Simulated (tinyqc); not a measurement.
# Deep-level transient spectroscopy (DLTS) of one majority-carrier trap, step by step

A worked calculation. Computed by tinyqc, a small Python program that keeps every step. Command: `OMP_NUM_THREADS=1 python tinyqc.py 3023441 3023442 out.jsonl dlts walk`. One thread of a shared host (Intel(R) Xeon(R) Processor @ 2.30GHz), about 0.06 s of CPU time with the checks. Intermediate numbers are printed to about 6 digits and carried at full precision; extremes and crossings named in words are read from the listed rows.

A filling pulse loads the traps in a one-sided junction; under reverse bias they empty at the rate e, and the capacitance relaxes as C(t) = C_0 - dC exp(-e t). The signal is S = [C(t_2) - C(t_1)]/dC.

Inputs (values chosen for the exercise, with mass and screening modelled on germanium):
```
quantity                    value   unit
density-of-states mass m    0.335    m_0
valleys M                       1      -
trap depth E_t              0.132     eV
cross-section sigma_0     4.4e-14   cm^2
degeneracy ratio g              1      -
gate time t_1               0.001      s
ratio t_2/t_1                  10      -
temperature T                  85      K
doping N                  2.9e+16  cm^-3
trap density N_t          1.4e+15  cm^-3
dielectric constant eps      16.7      -
built-in voltage V_b         0.53      V
reverse bias V_r                2      V
diode area                  0.002   cm^2
```

Carriers: holes. Extra term: none.

Constants: k_B = 8.617333262e-05 eV/K; k_B = 1.380649e-23 J/K; m_0 = 9.1093837015e-31 kg; h = 6.62607015e-34 J s; eps_0 = 8.8541878128e-12 F/m; e = 1.602176634e-19 C.

## Emission rate at T

e = g sigma v N_b exp(-E/k_B T), v = sqrt(3 k_B T/m), N_b = 2 M (2 pi m k_B T/h^2)^(3/2), sigma = sigma_0, E = E_t.

thermal velocity v = 1.07410e+07 cm/s

N_b = 7.33814e+17 cm^-3

sigma = 4.40e-14 cm^2

E = 0.132 eV

emission rate e = 5171.35 1/s

## Rate window and signal

S(e) = exp(-e t_1) - exp(-e t_2) peaks at the rate window e_0 = ln(t_2/t_1)/(t_2 - t_1).

rate window e_0 = 255.843 1/s

peak height S_max = 0.696837

signal at T = 0.00567688

At this T the trap empties faster than the window, by a factor 20.2: the point lies on the high-temperature side of the peak.

## Peak temperature and width

T_p solves e(T) = e_0 (bisection between 15 and 1500 K); the half-height points solve S = S_max/2 on either side.

peak temperature T_p = 73.8363 K

lower half-height point = 68.9189 K

upper half-height point = 78.7233 K

full width = 9.80431 K

The width is 13.3 % of T_p, and E_t is 20.7 k_B T_p.

## Peaks for six windows

t_1 is scaled by 0.1, 0.3, 1, 3, 10 and 30 at fixed t_2/t_1; each T_p by bisection.

Arrhenius data:
```
t_1 (s)  e_0 (1/s)  T_p (K)  1/(k_B T_p) (1/eV)  ln(e_0/T_p^2)
0.0001     2558.43  82.1089             141.331       -0.96894
0.0003      852.81  77.9525             148.867       -1.96366
0.0010      255.84  73.8363             157.166       -3.05914
0.0030       85.28  70.4276             164.772       -4.06322
0.0100       25.58  67.0229             173.143       -5.16809
0.0300        8.53  64.1811             180.809       -6.18005
```

## Arrhenius fit

Least squares of ln(e_0/T_p^2) on 1/(k_B T_p): slope -E_a, intercept ln(gamma sigma_a) with gamma = v N_b/T^2 = sqrt(3 k_B/m) 2 M (2 pi m k_B/h^2)^(3/2). For comparison, the slope of ln e_0 alone.

apparent depth E_a = 0.132 eV

intercept = 17.6867

gamma = 1.09092e+21 cm^-2 s^-1 K^-2

apparent cross-section = 4.40000e-14 cm^2

slope without T^2 = 0.144468 eV

The apparent depth is 0.1320 eV against E_t = 0.132 eV, and the apparent cross-section is 1.000 times sigma_0: both inputs are recovered. Leaving out the T^2 factor overstates the slope by 12 meV, about 2 k_B T_p.

## Signal size and trap density

W = sqrt(2 eps eps_0 (V_b + V_r)/(e N)), C_0 = eps eps_0 area/W. The pulse goes to zero bias, W_0 = W(V_r = 0). Traps within lambda = sqrt(2 eps eps_0 (E_t - E_F)/(e^2 N)) of the depletion edge stay filled, with E_F = k_B T_p ln(N_b/N) from the band, N_b = 2 M (2 pi m k_B T_p/h^2)^(3/2) (dopants taken as fully ionised). dC = C_0 (N_t/2N) f, f = [(W - lambda)^2 - max(W_0 - lambda, 0)^2]/W^2. The simple estimate is 2 N dC/C_0.

depletion width W = 0.401286 micrometre

C_0 = 73.6956 pF

lambda = 0.0847269 micrometre

f = 0.561511

transient amplitude dC = 998.850 fF

simple estimate of N_t = 7.86116e+14 cm^-3

The simple estimate finds 56 % of the traps.

Checks made by the program: the maximum of S(T) on a fine grid against T_p (relative difference below 1e-10).
